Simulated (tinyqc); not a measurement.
Special k points of the fcc lattice: one step. Which stars the mesh integrates. Five cases, with inputs chosen for the exercise.

Task: Lattice vectors in units of a: a1 = (0, 1/2, 1/2), a2 = (1/2, 0, 1/2), a3 = (1/2, 1/2, 0); f are fractions of the reciprocal vectors. Evaluate the first six A_m at each irreducible point (k . R = 2 pi sum f_i n_i) and form the weighted means.

A_m(k) = sum over the m-th star of lattice vectors R of cos(k . R), stars in order of length: m = 1: |R|^2 = 0.5, 12 vectors, such as (1, 0, 0) in the basis a_i; m = 2: |R|^2 = 1, 6 vectors, such as (1, 1, -1) in the basis a_i; m = 3: |R|^2 = 1.5, 24 vectors, such as (2, 0, -1) in the basis a_i; m = 4: |R|^2 = 2, 12 vectors, such as (2, 0, 0) in the basis a_i; m = 5: |R|^2 = 2.5, 24 vectors, such as (2, 1, -1) in the basis a_i; m = 6: |R|^2 = 3, 8 vectors, such as (3, -1, -1) in the basis a_i. The zone mean of every A_m is zero.

Case 1.

Irreducible points:

| f1 | f2 | f3 | weight |
|---|---|---|---|
| 0.000000 | 0.000000 | 0.000000 | 1 |
| 0.000000 | 0.000000 | 0.250000 | 8 |
| 0.000000 | 0.000000 | 0.500000 | 4 |
| 0.000000 | 0.250000 | 0.250000 | 6 |
| 0.000000 | 0.250000 | 0.500000 | 24 |
| 0.000000 | 0.250000 | 0.750000 | 12 |
| 0.000000 | 0.500000 | 0.500000 | 3 |
| 0.250000 | 0.500000 | 0.750000 | 6 |

Case 2.

Irreducible points:

| f1 | f2 | f3 | weight |
|---|---|---|---|
| 0.250000 | 0.250000 | 0.250000 | 2 |
| 0.250000 | 0.250000 | 0.750000 | 6 |

Case 3.

Irreducible points:

| f1 | f2 | f3 | weight |
|---|---|---|---|
| 0.125000 | 0.125000 | 0.125000 | 2 |
| 0.125000 | 0.125000 | 0.375000 | 6 |
| 0.125000 | 0.125000 | 0.625000 | 6 |
| 0.125000 | 0.125000 | 0.875000 | 6 |
| 0.125000 | 0.375000 | 0.375000 | 6 |
| 0.125000 | 0.375000 | 0.625000 | 12 |
| 0.125000 | 0.375000 | 0.875000 | 12 |
| 0.125000 | 0.625000 | 0.625000 | 6 |
| 0.375000 | 0.375000 | 0.375000 | 2 |
| 0.375000 | 0.375000 | 0.625000 | 6 |

Case 4.

Irreducible points:

| f1 | f2 | f3 | weight |
|---|---|---|---|
| 0.125000 | 0.125000 | 0.125000 | 2 |
| 0.125000 | 0.125000 | 0.375000 | 6 |
| 0.125000 | 0.125000 | 0.625000 | 6 |
| 0.125000 | 0.125000 | 0.875000 | 6 |
| 0.125000 | 0.375000 | 0.375000 | 6 |
| 0.125000 | 0.375000 | 0.625000 | 12 |
| 0.125000 | 0.375000 | 0.875000 | 12 |
| 0.125000 | 0.625000 | 0.625000 | 6 |
| 0.375000 | 0.375000 | 0.375000 | 2 |
| 0.375000 | 0.375000 | 0.625000 | 6 |

Case 5.

Irreducible points:

| f1 | f2 | f3 | weight |
|---|---|---|---|
| 0.000000 | 0.000000 | 0.000000 | 1 |
| 0.000000 | 0.000000 | 0.250000 | 8 |
| 0.000000 | 0.000000 | 0.500000 | 4 |
| 0.000000 | 0.250000 | 0.250000 | 6 |
| 0.000000 | 0.250000 | 0.500000 | 24 |
| 0.000000 | 0.250000 | 0.750000 | 12 |
| 0.000000 | 0.500000 | 0.500000 | 3 |
| 0.250000 | 0.500000 | 0.750000 | 6 |

Give: A_m at the points; weighted means.

Result:

Case 1.

A_m at the points:
```
      m=1     m=2     m=3     m=4      m=5     m=6
1  12.000   6.000  24.000  12.000   24.000   8.000
2   6.000   0.000   0.000   0.000  -12.000   0.000
3   0.000  -6.000   0.000  12.000    0.000  -8.000
4   4.000   2.000  -8.000  -4.000    8.000  -8.000
5  -2.000   0.000   0.000   0.000    4.000   0.000
6   0.000  -2.000   0.000  -4.000    0.000   8.000
7  -4.000   6.000  -8.000  12.000   -8.000   8.000
8  -4.000   2.000   8.000  -4.000   -8.000  -8.000
```

weighted means: m=1 0.000, m=2 0.000, m=3 0.000, m=4 0.000, m=5 0.000, m=6 0.000

Case 2.

A_m at the points:
```
      m=1    m=2    m=3    m=4      m=5    m=6
1   6.000  0.000  0.000  0.000  -12.000  0.000
2  -2.000  0.000  0.000  0.000    4.000  0.000
```

weighted means: m=1 0.000, m=2 0.000, m=3 0.000, m=4 0.000, m=5 0.000, m=6 0.000

Case 3.

A_m at the points:
```
       m=1     m=2     m=3     m=4     m=5     m=6
1   10.243   4.243  14.485   6.000   8.485   2.828
2    3.414  -1.414  -3.172  -2.000  -8.485   2.828
3   -0.586  -4.243   0.828   6.000   2.828  -2.828
4    6.243   1.414  -0.828  -2.000  -2.828  -2.828
5    0.586   1.414  -8.828  -2.000   8.485  -2.828
6   -3.414   1.414   4.828  -2.000  -2.828  -2.828
7   -0.586  -1.414  -0.828  -2.000   2.828   2.828
8   -3.414   4.243  -4.828   6.000  -2.828   2.828
9    1.757  -4.243  -2.485   6.000  -8.485  -2.828
10  -2.243  -1.414   4.828  -2.000   2.828   2.828
```

weighted means: m=1 0.000, m=2 0.000, m=3 0.000, m=4 0.000, m=5 0.000, m=6 0.000

Case 4.

A_m at the points:
```
       m=1     m=2     m=3     m=4     m=5     m=6
1   10.243   4.243  14.485   6.000   8.485   2.828
2    3.414  -1.414  -3.172  -2.000  -8.485   2.828
3   -0.586  -4.243   0.828   6.000   2.828  -2.828
4    6.243   1.414  -0.828  -2.000  -2.828  -2.828
5    0.586   1.414  -8.828  -2.000   8.485  -2.828
6   -3.414   1.414   4.828  -2.000  -2.828  -2.828
7   -0.586  -1.414  -0.828  -2.000   2.828   2.828
8   -3.414   4.243  -4.828   6.000  -2.828   2.828
9    1.757  -4.243  -2.485   6.000  -8.485  -2.828
10  -2.243  -1.414   4.828  -2.000   2.828   2.828
```

weighted means: m=1 0.000, m=2 0.000, m=3 0.000, m=4 0.000, m=5 0.000, m=6 0.000

Case 5.

A_m at the points:
```
      m=1     m=2     m=3     m=4      m=5     m=6
1  12.000   6.000  24.000  12.000   24.000   8.000
2   6.000   0.000   0.000   0.000  -12.000   0.000
3   0.000  -6.000   0.000  12.000    0.000  -8.000
4   4.000   2.000  -8.000  -4.000    8.000  -8.000
5  -2.000   0.000   0.000   0.000    4.000   0.000
6   0.000  -2.000   0.000  -4.000    0.000   8.000
7  -4.000   6.000  -8.000  12.000   -8.000   8.000
8  -4.000   2.000   8.000  -4.000   -8.000  -8.000
```

weighted means: m=1 0.000, m=2 0.000, m=3 0.000, m=4 0.000, m=5 0.000, m=6 0.000

All six means vanish: the mesh is exact for functions whose Fourier series ends within these stars.

Computed by tinyqc, one run a case: `OMP_NUM_THREADS=1 python tinyqc.py N N+1 out.jsonl` with N = 1680388, 1680592, 1680747, 1680985, 1681040; one thread of a shared Intel(R) Xeon(R) Processor @ 2.30GHz, about 0.2 s a run at most.
